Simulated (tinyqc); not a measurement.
# Long-channel MOSFET, surface-potential model: potential, charge and velocity along the channel

n-channel transistor on a uniformly doped p-type body, gradual-channel approximation, constant mobility, Boltzmann statistics, full ionisation. Potentials are counted from the neutral body; V is the electron quasi-Fermi potential, Vsb at the source and Vsb + Vds at the drain. Charges are magnitudes per area.

ni = sqrt(Nc Nv) exp(-Eg/(2 Vt)), Eg in volts; phiF = Vt ln(Na/ni); Cox = eps0 eox/tox; gamma = sqrt(2 q eps0 eps_r Na)/Cox. The surface potential psi at channel potential V solves Vgs + Vsb - Vfb - psi = gamma sqrt(G), G = psi - Vt + Vt exp((psi - 2 phiF - V)/Vt). Charge sheet: Qi = Cox gamma [sqrt(G) - sqrt(psi - Vt)]; I = mu (W/L) [integral of Qi dpsi from psi_0 to psi_L (drift) + Vt (Qi0 - QiL) (diffusion)], with psi_0 at V = Vsb and psi_L at V = Vsb + Vds. The current is the same at every point, so the place y where the channel potential is Vsb + v follows from y/L = I(Vds = v)/I(Vds); the mean carrier velocity is I/(W Qi).

Parameters, values chosen for the exercise; material values close to those of silicon:
- T = 300 K (temperature)
- Eg = 1.14 eV (band gap)
- eps_r = 11.5 (relative permittivity of the semiconductor)
- Nc = 2.84e19 cm^-3 (conduction-band density of states at T)
- Nv = 2.63e19 cm^-3 (valence-band density of states at T)
- Na = 5e15 cm^-3 (acceptor density of the body)
- eox = 4.04 (relative permittivity of the gate insulator)
- tox = 5.9 nm (insulator thickness)
- Vfb = -0.56 V (flat-band voltage)
- mu = 240 cm^2/(V s) (channel mobility)
- W = 5 um (gate width)
- L = 5 um (gate length)
- Vsb = 0 V (source-body reverse bias)
- Vgs = 0.39 V (gate-source voltage)
- Vds = 1.2 V (drain-source voltage)

Constants: q = 1.602176634e-19 C, kB = 1.380649e-23 J/K, Vt = kB T/q, eps0 = 8.8541878128e-14 F/cm where lengths are in cm. Results are converted to the units shown.

Along the channel:

| v (V) | psi (V) | Qi (nC/cm^2) | y/L | velocity (cm/s) |
|---|---|---|---|---|
| 0.024 | 0.8341 | 33.95 | 0.3210 | 3.737e4 |
| 0.048 | 0.8482 | 25.09 | 0.5652 | 5.057e4 |
| 0.072 | 0.8606 | 17.29 | 0.7408 | 7.337e4 |
| 0.096 | 0.8708 | 10.86 | 0.8582 | 1.168e5 |
| 0.12 | 0.8785 | 6.081 | 0.9294 | 2.086e5 |
| 0.144 | 0.8833 | 3.010 | 0.9678 | 4.214e5 |
| 0.168 | 0.8860 | 1.345 | 0.9863 | 9.433e5 |
| 0.192 | 0.8872 | 0.5631 | 0.9944 | 2.253e6 |

Half of the listed voltage range, v = 0.096 V, is reached at y/L = 0.858. The charge falls from 33.9 to 0.563 nC/cm^2 over the rows, so the velocity rises by a factor of 60.3 to keep the current constant.

Computed by the program tinyqc: `OMP_NUM_THREADS=1 python tinyqc.py 2360082 2360083 out.jsonl`, one thread of a shared Intel Xeon 2.30GHz, about 0.03 s for the whole run.
